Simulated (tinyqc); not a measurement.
Inside a calculation. Model: scattering rates of a carrier in a spherical band by Fermi's golden rule. Computed by tinyqc, a small Python program that keeps every step. Command: `OMP_NUM_THREADS=1 python tinyqc.py 3005855 3005856 out.jsonl scatter walk`. One thread of a shared host (Intel(R) Xeon(R) Processor @ 2.30GHz), about 0.01 s of CPU time with the checks. Intermediate numbers are printed to about 5 digits and carried at full precision; extremes and crossings named in words are read from the listed rows.

All processes here are isotropic or elastic, and the rate listed is the momentum relaxation rate.

Inputs (values chosen for the exercise, for a model non-polar semiconductor):

| quantity | value | unit |
|---|---|---|
| density-of-states mass of one valley m | 0.072 | m_0 |
| non-parabolicity alpha | 0.31 | 1/eV |
| static permittivity eps_s | 8.84 | - |
| density rho | 2510 | kg/m^3 |
| sound velocity v_l | 9110 | m/s |
| acoustic deformation potential D_A | 6.1 | eV |
| phonon energy hbar w | 63.1 | meV |
| optical or intervalley deformation potential D_o | 4.5 | 1e8 eV/cm |
| final valleys Z_f | 1 | - |
| ionised impurity density N_I | 3e+17 | 1/cm^3 |
| temperature T | 350 | K |
| carrier energy E | 84 | meV |
| neutral impurity density N_n | 3.1e+15 | 1/cm^3 |

Crystal: non-polar. Band: Kane. Impurity formula: Conwell-Weisskopf. Further scattering: neutral impurities.

Constants: m_0 = 9.1093837015e-31 kg; e = 1.602176634e-19 C; hbar = 1.054571817e-34 J s; k_B = 8.617333262e-05 eV/K; k_B = 1.380649e-23 J/K; hbar = 6.582119569e-16 eV s; eps_0 = 8.8541878128e-12 F/m.

## The band at energy E

Kane band: hbar^2 k^2/(2 m) = E (1 + alpha E), speed v = hbar k/(m (1 + 2 alpha E)), states per spin, volume and energy g(E) = m k (1 + 2 alpha E)/(2 pi^2 hbar^2); overlap factors are set to 1. Masses are multiplied by m_0 and all formulas are in SI units.

wave number k = 0.40358 1/nm

speed v = 6.1678e+05 m/s

g(E) = 2.0325e+19 1/(eV cm^3)

Non-parabolicity raises g(E) by a factor 1.066 and changes the speed by a factor 0.963 against a parabolic band at the same E.

## Phonon occupation

Phonon occupation N_q = 1/(exp(hbar w/(k_B T)) - 1).

N_q = 0.14080

Above the threshold emission is favoured over absorption by (N_q + 1)/N_q = exp(hbar w/k_B T) = 8.10, apart from the density of final states.

## Acoustic phonons

Acoustic deformation potential (elastic, equipartition, absorption and emission together): 1/tau = 2 pi k_B T D_A^2 g(E)/(hbar rho v_l^2).

acoustic rate = 1.6747e+11 1/s

## Optical or intervalley phonons

Optical or intervalley deformation potential: 1/tau = (pi Z_f D_o^2/(rho w)) [N_q g(E + hbar w) + (N_q + 1) g(E - hbar w)], with g = 0 below the band edge.

absorption rate = 1.6796e+10 1/s

emission rate = 4.6718e+10 1/s

Emission is 2.78 times absorption here.

## Ionised impurities

Singly charged impurities, momentum relaxation: 1/tau = N_I e^4 m (1 + 2 alpha E) Phi/(8 pi (eps_s eps_0)^2 hbar^3 k^3), with alpha = 0 for a parabolic band. Conwell-Weisskopf: Phi = ln(1 + y^2), y = 4 pi eps_s eps_0 E N_I^(-1/3)/e^2 (largest impact parameter N_I^(-1/3)/2).

y = 7.7032

ionised-impurity rate = 4.7116e+12 1/s

## All rates at E

Neutral impurities (Erginsoy): 1/tau = 20 N_n a_B hbar/m, a_B = 4 pi eps_s eps_0 hbar^2/(m e^2). Rates add: 1/tau_m is the sum, and the mean free path is v tau_m.

Momentum relaxation rates:

| process | rate (1/s) | share (%) |
|---|---|---|
| acoustic | 1.6747e+11 | 2.9958 |
| optical absorption | 1.6796e+10 | 0.30045 |
| optical emission | 4.6718e+10 | 0.83570 |
| ionised impurity | 4.7116e+12 | 84.282 |
| neutral impurity | 6.4769e+11 | 11.586 |

momentum relaxation time tau_m = 178.88 fs

mean free path = 110.33 nm

The largest rate is ionised impurity (84 %), then neutral impurity (12 %). Caution: Erginsoy's formula holds for k a_B below about 0.5 and for dopants that stay neutral, which means low temperature; elsewhere it is only a rough constant rate.

## Rates against energy

The formulas are those given above.

Momentum relaxation rates (1e12/s) and the total time:

| E (meV) | acoustic | optical absorption | optical emission | ionised impurity | neutral impurity | tau_m (fs) |
|---|---|---|---|---|---|---|
| 6.3 | 0.04325 | 0.010900 | 0.00000 | 15.934 | 0.64769 | 60.11 |
| 16.0 | 0.06944 | 0.011721 | 0.00000 | 15.720 | 0.64769 | 60.79 |
| 32.0 | 0.09941 | 0.013004 | 0.00000 | 10.979 | 0.64769 | 85.19 |
| 57.0 | 0.13521 | 0.014884 | 0.00000 | 6.848 | 0.64769 | 130.79 |
| 69.0 | 0.15010 | 0.015746 | 0.02454 | 5.722 | 0.64769 | 152.44 |
| 95.0 | 0.17955 | 0.017550 | 0.05820 | 4.155 | 0.64769 | 197.70 |
| 140.0 | 0.22522 | 0.020532 | 0.09348 | 2.750 | 0.64769 | 267.62 |
| 220.0 | 0.29870 | 0.025602 | 0.14153 | 1.657 | 0.64769 | 360.91 |
| 380.0 | 0.43664 | 0.035516 | 0.22445 | 0.876 | 0.64769 | 450.36 |
| 630.0 | 0.65430 | 0.051490 | 0.35086 | 0.477 | 0.64769 | 458.40 |

The largest rate is ionised impurity from 6.30 to 380, acoustic at 630 meV. Crossing hbar w = 63.1 meV opens emission: tau_m goes from 131 to 152 fs between the two rows around it. The impurity rate goes between the last rows as E^-1.20; the acoustic rate follows g(E) and grows by a factor 15.1 over the table (10.0 for a parabolic band). At 6.3, 16 meV hbar/tau exceeds E/2, so the golden rule loses its meaning there. Erginsoy's formula holds for k a_B below about 0.5 and for dopants that stay neutral, which means low temperature; elsewhere it is only a rough constant rate.
